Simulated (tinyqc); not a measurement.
Electron continuity equation in a given potential, Scharfetter-Gummel discretisation: one step of the calculation.

Steady state in one dimension: J = q mu n E + q D dn/dx with E = -dpsi/dx and D = mu Vt, dJ/dx = 0, fixed densities nL and nR at the ends. The potential is given, psi = U x/L, and is not changed by the electrons.

Task. Bernoulli factors. d_i = (psi_(i+1) - psi_i)/Vt; B(d) = d/(exp(d) - 1), B(0) = 1. The flux on interval i is J_i = (q D/h) [n_(i+1) B(d_i) - n_i B(-d_i)].

Parameters, values chosen for the exercise: temperature T = 300 K.

Constants: q = 1.602176634e-19 C, kB = 1.380649e-23 J/K, Vt = kB T/q. Results are converted to the units shown.

| node | psi (V) |
|---|---|
| 0 | 0.00000000 |
| 1 | 0.01666667 |
| 2 | 0.03333333 |
| 3 | 0.05000000 |
| 4 | 0.06666667 |
| 5 | 0.08333333 |
| 6 | 0.10000000 |
| 7 | 0.11666667 |
| 8 | 0.13333333 |
| 9 | 0.15000000 |
| 10 | 0.16666667 |
| 11 | 0.18333333 |
| 12 | 0.20000000 |

Wanted: d_i; B(d_i); B(-d_i).

Result.

| interval | d_i | B(d_i) | B(-d_i) |
|---|---|---|---|
| 0 | 0.6447 | 0.7121 | 1.357 |
| 1 | 0.6447 | 0.7121 | 1.357 |
| 2 | 0.6447 | 0.7121 | 1.357 |
| 3 | 0.6447 | 0.7121 | 1.357 |
| 4 | 0.6447 | 0.7121 | 1.357 |
| 5 | 0.6447 | 0.7121 | 1.357 |
| 6 | 0.6447 | 0.7121 | 1.357 |
| 7 | 0.6447 | 0.7121 | 1.357 |
| 8 | 0.6447 | 0.7121 | 1.357 |
| 9 | 0.6447 | 0.7121 | 1.357 |
| 10 | 0.6447 | 0.7121 | 1.357 |
| 11 | 0.6447 | 0.7121 | 1.357 |

The largest |d_i| is 0.645, below 2, so central differences would also keep densities positive.

tinyqc, about 0.01 s, one thread, Intel Xeon 2.30GHz (shared host): `OMP_NUM_THREADS=1 python tinyqc.py 2220059 2220060 out.jsonl`
